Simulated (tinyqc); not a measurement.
MOS inversion layer, Poisson-Schroedinger loop: one step of the calculation.

Electrons confined at an insulator interface at z = 0, treated as a hard wall; parabolic valleys, Hartree approximation, no image or exchange terms. The depletion charge lies far deeper than the electrons and gives a uniform field q Nd/(eps0 eps_r); the gate balances all charge. Energies are counted from the band edge at the interface.

Question. Converged levels, occupations and centroid. Tridiagonal Hamiltonian with psi = 0 one step beyond both ends: H_ii = C (1/m_(i-1/2) + 1/m_(i+1/2))/hz^2 + V0_i + U_i, H_(i,i+1) = -C/(m_(i+1/2) hz^2), C = hbar^2/(2 m0). The lowest 2 level(s) are kept, normalised to hz sum |psi|^2 = 1. The mass is the same on all intervals.

Level k holds N_k = D_k Vt ln(1 + exp((EF - E_k)/Vt)) with D = 6 md1 m0 q/(pi hbar^2) per eV (spin included); EF is fixed by sum N_k = Ns.

Solve for the levels with V0 + U, find EF, n_i = sum_k N_k |psi_k|^2 (in cm^-3); share of each level N_k/Ns; centroid sum n z/sum n.

Values chosen for this exercise; masses and permittivity close to those of silicon (111):
- T = 77 K (temperature)
- mz1 = 0.261 m0 (mass along z of valley set A (6 valley(s)))
- md1 = 0.365 m0 (in-plane density-of-states mass of set A)
- Ns = 7.1e11 cm^-2 (sheet density of electrons)
- hz = 0.73 nm (mesh step)

Constants: q = 1.602176634e-19 C, kB = 1.380649e-23 J/K, hbar = 1.054571817e-34 J s, m0 = 9.1093837015e-31 kg, Vt = kB T/q, hbar^2/(2 m0) = 0.0380998212 eV nm^2. Results are converted to the units shown.

| node | z (nm) | fixed potential V0 (eV) | converged U (eV) |
|---|---|---|---|
| 1 | 0.73 | 0.03219108 | 0.007881235 |
| 2 | 1.46 | 0.06438216 | 0.014832933 |
| 3 | 2.19 | 0.09657324 | 0.019624253 |
| 4 | 2.92 | 0.12876432 | 0.022205384 |
| 5 | 3.65 | 0.16095540 | 0.023322960 |
| 6 | 4.38 | 0.19314649 | 0.023722428 |
| 7 | 5.11 | 0.22533757 | 0.023842871 |
| 8 | 5.84 | 0.25752865 | 0.023874032 |
| 9 | 6.57 | 0.28971973 | 0.023881046 |
| 10 | 7.3 | 0.32191081 | 0.023882435 |
| 11 | 8.03 | 0.35410189 | 0.023882679 |
| 12 | 8.76 | 0.38629297 | 0.023882717 |
| 13 | 9.49 | 0.41848405 | 0.023882722 |
| 14 | 10.22 | 0.45067513 | 0.023882722 |

Give: levels; EF; shares; n; centroid.

Answer.

levels (eV): A1 0.17032, A2 0.28499
EF = 0.15647 eV
shares (%): A1 100.00, A2 0.00

| node | n (1e18 cm^-3) |
|---|---|
| 1 | 1.1471 |
| 2 | 2.6661 |
| 3 | 2.7275 |
| 4 | 1.8061 |
| 5 | 0.8862 |
| 6 | 0.3443 |
| 7 | 0.1102 |
| 8 | 0.0298 |
| 9 | 0.0069 |
| 10 | 0.0014 |
| 11 | 0.0003 |
| 12 | 0.0000 |
| 13 | 0.0000 |
| 14 | 0.0000 |

centroid = 2.2121 nm

Program tinyqc, `OMP_NUM_THREADS=1 python tinyqc.py 2160039 2160040 out.jsonl`; Intel Xeon 2.30GHz, shared host, one thread, about 0.3 s.
